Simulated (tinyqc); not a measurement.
X-ray reflectivity of a thin film on silicon: critical angles, Parratt recursion, fringes and roughness: one step, computed by the program tinyqc.

n = 1 - delta + i beta; the classical electron radius is r_e = 2.8179403e-6 nm. Layer 0 is vacuum, 1 the film, 2 the substrate.

Question. Optical constants. delta = r_e lambda^2 rho_e/(2 pi), rho_e = density x electrons per mass x N_A; critical angle sqrt(2 delta), q_c = 4 sqrt(pi r_e rho_e).

Inputs (values chosen for the exercise, modelled on ruthenium on silicon, copper K-alpha radiation):
```
quantity                                        value    unit
wavelength lambda                             0.15406      nm
film density rho                                 12.6  g/cm^3
effective electrons per unit mass, film         0.432   mol/g
beta/delta, film                                0.079       -
substrate density                                2.33  g/cm^3
effective electrons per unit mass, substrate    0.507   mol/g
beta/delta, substrate                           0.023       -
```

Constants: N_A = 6.02214076e+23 1/mol.

Give: the table «Constants» with the columns rho_e (1/nm^3), delta, beta, critical angle (degrees), q_c (1/nm), for layer = film, substrate.

Answer.

Constants:
```
layer      rho_e (1/nm^3)       delta        beta  critical angle (degrees)  q_c (1/nm)
film               3278.0  3.4893e-05  2.7565e-06                   0.47864     0.68140
substrate           711.4  7.5726e-06  1.7417e-07                   0.22298     0.31744
```
